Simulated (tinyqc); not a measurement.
Worked calculation: shallow donor in an anisotropic valley (effective-mass theory). Values are carried at full precision from step to step, so a last printed digit may differ when a step is redone from the rounded ones.

Constants: Ry = 13.60569312 eV; a0 (Bohr radius) = 0.5291772105 angstrom; hbar^2/2m0 = 3.80998211 eV angstrom^2; e^2/(4 pi eps0) = 14.39964547 eV angstrom.

Parameters, chosen for this exercise (near those of GaP; the results hold for these values, not for the real material):

| symbol | value | unit | meaning |
|---|---|---|---|
| ml | 2.037 | m0 | longitudinal mass |
| mt | 0.256 | m0 | transverse mass |
| eps | 11.3 |  | dielectric constant |
| a | 14 | angstrom | trial radius across the axis |
| b | 6.8 | angstrom | trial radius along the axis |

## Hydrogen-like estimates

Ry* = Ry m/eps^2 and a* = a0 eps/m for four choices of one mass: mt, the conductivity mass 3/(1/ml + 2/mt), the density-of-states mass (ml mt^2)^(1/3), and ml.

Estimates:

| mass | m (m0) | Ry* (meV) | a* (angstrom) |
|---|---|---|---|
| mt | 0.2560 | 27.28 | 23.36 |
| conductivity | 0.3613 | 38.50 | 16.55 |
| density of states | 0.5111 | 54.46 | 11.70 |
| ml | 2.0370 | 217.05 | 2.94 |

## Energy of one trial function

One valley: H = -c [(d2/dx2 + d2/dy2)/mt + (d2/dz2)/ml] - q/(eps r), c = hbar^2/2m0, q = e^2/(4 pi eps0). Trial function exp(-sqrt((x^2 + y^2)/a^2 + z^2/b^2)) with a > b: T = (c/3)(2/(mt a^2) + 1/(ml b^2)), V = -(q/eps) atan(u/b)/u, u = sqrt(a^2 - b^2). The central cell of the impurity is left out.

Evaluate T, V and E. Scaling both radii by f changes T to T/f^2 and V to V/f, so the best factor is f = -2T/V, with energy -V^2/(4T).

T = 64.105 meV
V = -110.754 meV
E = -46.649 meV
best scale factor = 1.1576
energy after scaling = -47.838 meV

The virial ratio -V/T is 1.728; it is 2 at the best scale. Scaling gains 1.188 meV.

## Scan over the shape

For each ratio b/a = 0.2, 0.3, ..., 0.9 the best scale follows from a = -2 T1/V1, with T1 and V1 taken at a = 1 angstrom.

Scan:

| b/a | a (angstrom) | b (angstrom) | E (meV) |
|---|---|---|---|
| 0.2 | 28.64 | 5.73 | -31.090 |
| 0.3 | 19.92 | 5.98 | -42.443 |
| 0.4 | 17.15 | 6.86 | -47.003 |
| 0.5 | 16.11 | 8.06 | -47.809 |
| 0.6 | 15.78 | 9.47 | -46.804 |
| 0.7 | 15.77 | 11.04 | -44.988 |
| 0.8 | 15.95 | 12.76 | -42.856 |
| 0.9 | 16.22 | 14.60 | -40.653 |

The best listed ratio is 0.5; (mt/ml)^(1/2) = 0.35 and (mt/ml)^(1/3) = 0.50 are common guesses.

## The minimum

Minimise over a and b. The Mott estimate n_c = (0.25/a_m)^3 uses a_m = (a^2 b)^(1/3); 1/angstrom^3 = 1e24/cm^3.

a = 16.23 angstrom
b = 7.83 angstrom
E = -47.839 meV
a_m = 12.73 angstrom
n_c = 7.58 x 1e18/cm^3

b/a = 0.482. The binding energy is 1.754 times Ry*(mt). The central cell of a real donor shrinks the orbit and raises n_c.

## Checks

- Energy from 21 anisotropic Gaussians against the two-parameter function, meV: -47.96 against -47.84.

(tinyqc, `OMP_NUM_THREADS=1 python tinyqc.py 1280809 1280810 out.jsonl`, Intel(R) Xeon(R) Processor @ 2.30GHz, 1 thread, shared host, about 0.01 s.)
